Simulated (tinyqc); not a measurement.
Debye-Callaway model of lattice thermal conductivity: one step, computed by the program tinyqc.

Three acoustic branches with one velocity v, cut at omega_D = k_B Theta/hbar; x = hbar omega/(k_B T). v and Theta are separate inputs: Theta cuts off the heat-carrying modes, so C need not reach 3 k_B/V. gamma is an effective value that sets the umklapp rate. Heat flows along the wire.

Question. Scattering rates at one frequency. Rates: point defects A omega^4; umklapp B omega^2 T exp(-Theta/(b T)) with B = hbar gamma^2/(M v^2 Theta). Boundaries: v/Lambda_B with Lambda_B = D (1 + p)/(1 - p). The resistive time is tau_R = 1/(boundary + point-defect + umklapp rates), and the free path is v tau_R.

Inputs (values chosen for the exercise, for a model crystal):
```
quantity,value,unit
sound velocity v,6680,m/s
Debye temperature Theta,596,K
mean atomic mass M,31.6,u
effective Grueneisen parameter gamma,2.14,-
umklapp exponent divisor b,3,-
wire diameter D,0.035,micrometre
specularity p,0.2,-
temperature T,300,K
probe frequency omega/omega_D,0.88,-
```

Sample: wire. Point defects: isotopes. Normal processes: left out.

Rayleigh coefficient A = 1.556429e-46 s^3

Constants: k_B = 1.380649e-23 J/K; hbar = 1.054571817e-34 J s; u = 1.6605390666e-27 kg.

Give: omega; Rates; tau_R; free path.

Answer.

omega = 6.867e+13 rad/s

Rates:
```
process,rate (1/s),rate x tau_R
boundaries,1.272e+11,0.3321
point defects,3.460e+09,0.009031
umklapp,2.524e+11,0.6589
```

tau_R = 2.610e-12 s

free path = 17.43 nm

The strongest resistive process at this frequency: umklapp, 66 % of the resistive rate.
